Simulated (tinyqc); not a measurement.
What moves the results: Wannier-Stark ladder of a miniband. A value that a table varies takes the place of the one given here.

One state in each well j = -(Nw - 1)/2 ... (Nw - 1)/2: H_jj = j e F d, H_(j,j+1) = -W/4; 1 kV/cm = 0.01 meV/angstrom. In an infinite chain the levels are j e F d and the state of well 0 has amplitude J_j(x) in size on well j, x = W/(2 e F d).

Constants: hbar = 6.58211957e-16 eV s.

Inputs chosen for the exercise (near those of a GaAs/AlGaAs superlattice; the results hold for these values, not for the real material):
- W = 14 meV (miniband width)
- d = 83 angstrom (period)
- Nw = 9 (wells)
- Fs = (2, 2.7, 3.7, 5.2, 8.1, 14, 30) kV/cm (fields)
- G = 2 meV (hbar/tau)
- F = 4.3 kV/cm (field)

## Raising the field

Infinite-chain weights beside the middle spacing of the finite stack.

Results:
```
F (kV/cm)  e F d (meV)      x  J_0^2  J_1^2  J_2^2  middle spacing/(e F d)
2.0               1.66  4.217  0.140  0.021  0.093                  1.2355
2.7               2.24  3.124  0.089  0.085  0.236                  1.0601
3.7               3.07  2.279  0.004  0.295  0.168                  1.0094
5.2               4.32  1.622  0.196  0.327  0.069                  1.0009
8.1               6.72  1.041  0.558  0.205  0.015                  1.0000
14               11.62  0.602  0.830  0.083  0.002                  1.0000
30               24.90  0.281  0.961  0.019  0.000                  1.0000
```

J_0 vanishes at x = 2.405, F = 3.5 kV/cm, where the line at j = 0 disappears; J_0^2 overtakes J_1^2 for good at x = 1.435, F = 5.9 kV/cm, and reaches 0.96 in the last row. The 9 wells reproduce the middle spacing of the even ladder to 1 % from 3.7 kV/cm on, where the swing W/(e F d) = 2x is 4.6 periods. The lines are seen apart only where e F d exceeds their width, usually a few meV.

## Drift velocity with scattering

Esaki-Tsu: v = v0 y/(1 + y^2), y = e F d/G, v0 = W d/(2 hbar), at zero temperature; 1 angstrom/s = 1e-8 cm/s, 1 kV/cm = 0.01 meV/angstrom. The last column is dv/dF in cm^2/(V s).

Results:
```
y    F (kV/cm)  v (1e6 cm/s)  dv/dF
0.1       0.24          0.87   3555
0.3       0.72          2.43   2806
0.6       1.45          3.89   1268
1.0       2.41          4.41      0
1.5       3.61          4.07   -434
2.5       6.02          3.04   -366
4.0       9.64          2.08   -190
```

v0 = 8.83 x 1e6 cm/s
field at y = 1 = 2.41 kV/cm

The velocity peaks at v0/2 = 4.41 x 1e6 cm/s at 2.41 kV/cm and then falls: negative differential velocity, steepest at y = sqrt3 with -v0/(8 Fc) = -458 cm^2/(V s). The low-field mobility is v0/Fc = 3663 cm^2/(V s). At the peak the swing is W/G = 7.0 periods, so the semiclassical picture holds.

## What each parameter does

e F d, x, J_0(x)^2 and the lowest level of the finite stack. Each row changes one parameter from the base and keeps the others.

Results:
```
case             e F d (meV)      x  J_0^2  lowest level (meV)
base                    3.57  1.961  0.061              -16.86
W = 11 meV              3.57  1.541  0.239              -16.00
d = 91 angstrom         3.91  1.789  0.120              -18.08
F = 6.02 kV/cm          5.00  1.401  0.321              -22.04
Nw = 11                 3.57  1.961  0.061              -20.43
```

The largest shifts from the base row, up to three for each result and ties (the steps differ in size, so this ranks the rows, not the parameters). e F d (meV): F +1.43, d +0.34; unchanged at the printed digits by W and Nw. x: F -0.560, W -0.420, d -0.172; unchanged at the printed digits by Nw. J_0^2: F +0.260, W +0.178, d +0.059; unchanged at the printed digits by Nw. lowest level (meV): F -5.18, Nw -3.57, d -1.23.

Run: tinyqc, `OMP_NUM_THREADS=1 python tinyqc.py 1250078 1250079 out.jsonl`; Intel(R) Xeon(R) Processor @ 2.30GHz, one thread, shared host; about 0.01 s of CPU time with all checks.
